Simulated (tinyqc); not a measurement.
Convergence with the basis: effective-mass impurity with a central-cell term, in a basis of Slater functions. Computed by tinyqc, a small Python program. Command: `OMP_NUM_THREADS=1 python tinyqc.py 3012053 3012054 out.jsonl centralcell walk`. One thread of a shared host (Intel(R) Xeon(R) Processor @ 2.30GHz), about 0.01 s of CPU time with the checks.

The envelope obeys H = -nabla^2 - (2/r) [Z + A exp(-kappa r)] in effective units, with kappa = a*/lambda; positive A deepens the well near the core.

Inputs (values chosen for the exercise, with mass and screening modelled on AlN):
```
quantity,value,unit
effective mass m,0.314,m_0
dielectric constant eps,8.38,-
charge Z of the core,1,-
central-cell strength A,7.7,-
central-cell range lambda,0.79,angstrom
smallest exponent zeta_1,0.37,1/a*
ratio beta of exponents,2.2,-
```

Impurity: donor, one isotropic band.

Constants: Ry = 13.605693123 eV; a_0 = 0.529177210903 angstrom.

Method:
- Units: Ry* = Ry m/eps^2 and a* = a_0 eps/m, with m in m_0.
- kappa = a*/lambda; the hydrogenic ground state is bound by Z^2 Ry*.
- For s functions exp(-zeta r), with s = zeta_i + zeta_j: S = 2/s^3, T = zeta_i zeta_j S, V = -2 Z/s^2, W = -2 A/(s + kappa)^2; each function is normalised by dividing by sqrt(S_ii S_jj).
- Large basis: zeta_i = 0.06 x 1.6^(i-1), i = 1..22, same formulas; for p functions r exp(-zeta r): S = 24/s^5, T = zeta_i zeta_j S (centrifugal term included), V = -12 Z/s^4, W = -12 A/(s + kappa)^4; overlap eigenvalues below 1e-11 are dropped.
- Binding energies are -E Ry*; the effective quantum number is nu = Z/sqrt(-E); |psi(0)|^2 is given relative to the hydrogenic Z^3/(pi a*^3).
- zeta_i = zeta_1 beta^(i-1), i = 1..n.
- The error is the lowest level above the large-basis value.

kappa = 17.8767 1/a*

Ry* = 60.8362 meV

1s binding energy = 86.8061 meV

Error of the 1s level:
```
n,error (meV),largest exponent (1/a*)
1,4.9568e+01,0.370
2,2.0297e+01,0.814
3,9.6692e+00,1.791
4,5.9815e+00,3.940
5,6.6294e-01,8.667
6,1.3616e-01,19.068
7,1.2600e-01,41.951
8,1.2439e-01,92.291
```

The error falls from 49.6 to 0.124 meV. The last function changes it by less than 5 %: it has levelled off, and what remains is set by beta and zeta_1, not by the range of exponents. Caution: the density at the core is many times hydrogenic, so the result hangs on the model potential inside one cell, where the envelope picture is weak.

Extremes, crossings and ranges named in words are read from the listed rows.
